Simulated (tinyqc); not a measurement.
Worked calculation: plane-wave Kohn-Sham cycle with exchange-only LDA in a layered model solid. Computed by tinyqc, a small Python program that keeps every step. Settings: points = 16, plane-wave index or count = 3, electrons = 2, k points = 1, area = 21.0, mixing = 0.1, iteration cap = 68, Pulay depth = 3. Command: `OMP_NUM_THREADS=1 python tinyqc.py 23223 23224 out.jsonl` (the two numbers bound the seeds that draw the settings). One thread of a shared host (Intel(R) Xeon(R) Processor @ 2.60GHz), about 0.01 s of CPU time with the checks. Later iterations appear only in the table of the cycle.

## Iteration 1: potential

A solid whose potential varies along x alone (atomic units):
```
parameter                      value
period a                   11.200000
cross-section of the cell  21.000000
electrons per cell                 2
grid points                       16
plane waves -n..n, n               3
k points                           1
V1 in V1 cos(2 pi x/a)     -0.120000
```

density at the start, on the grid x_j = j a/N (e/bohr^3): 0.00850340  0.00850340  0.00850340  0.00850340  0.00850340  0.00850340  0.00850340  0.00850340  0.00850340  0.00850340  0.00850340  0.00850340  0.00850340  0.00850340  0.00850340  0.00850340

V_H(G) = 4 pi rho(G)/G^2 for G != 0 (uniform background); v_x = -(3 rho/pi)^(1/3); V = V_ext + V_H + v_x; Fourier components f(G_m) = (1/N) sum_j f(x_j) exp(-i G_m x_j).

Potentials on the grid (hartree):
```
x              V_ext       V_H        v_x          V
0.000000   -0.120000  0.000000  -0.200996  -0.320996
0.700000   -0.110866  0.000000  -0.200996  -0.311862
1.400000   -0.084853  0.000000  -0.200996  -0.285849
2.100000   -0.045922  0.000000  -0.200996  -0.246918
2.800000           0  0.000000  -0.200996  -0.200996
3.500000    0.045922  0.000000  -0.200996  -0.155074
4.200000    0.084853  0.000000  -0.200996  -0.116143
4.900000    0.110866  0.000000  -0.200996  -0.090131
5.600000    0.120000  0.000000  -0.200996  -0.080996
6.300000    0.110866  0.000000  -0.200996  -0.090131
7.000000    0.084853  0.000000  -0.200996  -0.116143
7.700000    0.045922  0.000000  -0.200996  -0.155074
8.400000           0  0.000000  -0.200996  -0.200996
9.100000   -0.045922  0.000000  -0.200996  -0.246918
9.800000   -0.084853  0.000000  -0.200996  -0.285849
10.500000  -0.110866  0.000000  -0.200996  -0.311862
```

V(G_m), m = 0, 1, 2, ... (hartree): -0.200996  -0.060000  0.000000  0.000000  0.000000  0.000000  0.000000

## Iteration 1: Hamiltonian at one k

k = 0.000000 2 pi / a

H(m,m') = (k + G_m)^2/2 delta + V(G_m - G_m'), with V(-G) = V(G).

H (hartree), lower triangle:
```
           -3         -2         -1         +0         +1         +2        +3
-3   1.215242
-2  -0.060000   0.428443
-1   0.000000  -0.060000  -0.043637
+0   0.000000   0.000000  -0.060000  -0.200996
+1   0.000000   0.000000   0.000000  -0.060000  -0.043637
+2   0.000000   0.000000   0.000000   0.000000  -0.060000   0.428443
+3   0.000000   0.000000   0.000000   0.000000   0.000000  -0.060000  1.215242
```

## Iteration 1: levels at that k

Diagonalise the Hermitian matrix.

eigenvalues (hartree): -0.238918  -0.051187  -0.013448  0.431428  0.431610  1.219807  1.219807

## Iteration 1: new density

Motion across x is left out: the lowest 1 band(s) hold two electrons at each of the k points (j + 1/2)/nk - 1/2. Residual R = rho(out) - rho(in); rho(new) = rho(in) + 0.1 R. rho(out) = 2/(a A nk) sum |psi|^2 with psi = sum c exp(i G x). Harris energy E = band energy - dV sum rho (V_H/2 + v_x) + (3/4) dV sum rho v_x with rho(in), dV = a A/N, band energy = (2/nk) sum of the filled levels.

rho(out) (e/bohr^3): 0.02024972  0.01869408  0.01478438  0.01018172  0.00629380  0.00366912  0.00217834  0.00146869  0.00126445  0.00146869  0.00217834  0.00366912  0.00629380  0.01018172  0.01478438  0.01869408

density after iteration 1 (e/bohr^3): 0.00967803  0.00952247  0.00913150  0.00867123  0.00828244  0.00801997  0.00787090  0.00779993  0.00777951  0.00779993  0.00787090  0.00801997  0.00828244  0.00867123  0.00913150  0.00952247

energy per cell = -0.37733713 hartree

## Iteration 2: potential

As before.

Potentials on the grid (hartree):
```
x              V_ext        V_H        v_x          V
0.000000   -0.120000   0.039109  -0.209855  -0.290746
0.700000   -0.110866   0.035574  -0.208725  -0.284016
1.400000   -0.084853   0.025888  -0.205828  -0.264793
2.100000   -0.045922   0.012369  -0.202310  -0.235863
2.800000           0  -0.002222  -0.199240  -0.201462
3.500000    0.045922  -0.015520  -0.197113  -0.166710
4.200000    0.084853  -0.025899  -0.195884  -0.136930
4.900000    0.110866  -0.032424  -0.195293  -0.116852
5.600000    0.120000  -0.034642  -0.195123  -0.109765
6.300000    0.110866  -0.032424  -0.195293  -0.116852
7.000000    0.084853  -0.025899  -0.195884  -0.136930
7.700000    0.045922  -0.015520  -0.197113  -0.166710
8.400000           0  -0.002222  -0.199240  -0.201462
9.100000   -0.045922   0.012369  -0.202310  -0.235863
9.800000   -0.084853   0.025888  -0.205828  -0.264793
10.500000  -0.110866   0.035574  -0.208725  -0.284016
```

V(G_m), m = 0, 1, 2, ... (hartree): -0.200860  -0.045226  0.000302  -0.000020  0.000001  0.000001  0.000000

## Iteration 2: Hamiltonian at one k

k = 0.000000 2 pi / a

As before.

H (hartree), lower triangle:
```
           -3         -2         -1         +0         +1         +2        +3
-3   1.215378
-2  -0.045226   0.428579
-1   0.000302  -0.045226  -0.043500
+0  -0.000020   0.000302  -0.045226  -0.200860
+1   0.000001  -0.000020   0.000302  -0.045226  -0.043500
+2   0.000001   0.000001  -0.000020   0.000302  -0.045226   0.428579
+3   0.000000   0.000001   0.000001  -0.000020   0.000302  -0.045226  1.215378
```

## Iteration 2: levels at that k

As before.

eigenvalues (hartree): -0.223881  -0.048102  -0.024559  0.430280  0.430362  1.217975  1.217975

## Iteration 2: new density

B (overlaps of the stored error matrices):
```
               1              2
1  7.1810579e-04  5.2916559e-04
2  5.2916559e-04  3.9117172e-04
```

Motion across x is left out: the lowest 1 band(s) hold two electrons at each of the k points (j + 1/2)/nk - 1/2. Residual R = rho(out) - rho(in); rho(new) = rho(in) + 0.1 R; Pulay mixing then takes sum c_i of the stored mixed densities, with c from B_ij = sum R_i R_j as in DIIS. rho(out) = 2/(a A nk) sum |psi|^2 with psi = sum c exp(i G x). Harris energy E = band energy - dV sum rho (V_H/2 + v_x) + (3/4) dV sum rho v_x with rho(in), dV = a A/N, band energy = (2/nk) sum of the filled levels.

rho(out) (e/bohr^3): 0.01795170  0.01682015  0.01390258  0.01029149  0.00701385  0.00459703  0.00308759  0.00230494  0.00206745  0.00230494  0.00308759  0.00459703  0.00701385  0.01029149  0.01390258  0.01682015

DIIS coefficients: -2.708613  3.708613

density after iteration 2 (e/bohr^3): 0.01274642  0.01222889  0.01090091  0.00927212  0.00781197  0.00675054  0.00609695  0.00576205  0.00566113  0.00576205  0.00609695  0.00675054  0.00781197  0.00927212  0.01090091  0.01222889

energy per cell = -0.34914352 hartree

## Convergence

Stop when sqrt(dV sum R^2) is below 1e-8, dV = a A/N.

Course of the cycle:
```
iteration  E (hartree)  norm of the residual
1          -0.37733713              1.03e-01
2          -0.34914352              7.58e-02
3          -0.32483945              2.89e-02
4          -0.32235753              1.07e-02
5          -0.32223933              9.43e-03
6          -0.32194217              1.25e-03
7          -0.32193834              3.26e-05
8          -0.32193834              2.94e-05
9          -0.32193834              1.25e-05
10         -0.32193834              6.53e-06
11         -0.32193834              3.13e-06
12         -0.32193834              1.63e-06
13         -0.32193834              1.46e-06
14         -0.32193834              4.39e-07
15         -0.32193834              3.84e-07
16         -0.32193834              9.76e-08
17         -0.32193834              5.42e-08
18         -0.32193834              4.33e-08
19         -0.32193834              2.20e-08
20         -0.32193834              1.98e-08
21         -0.32193834              4.61e-09
```

Converged in 21 iterations. Before convergence this energy mixes input and output and is not variational, so it may rise towards its limit.
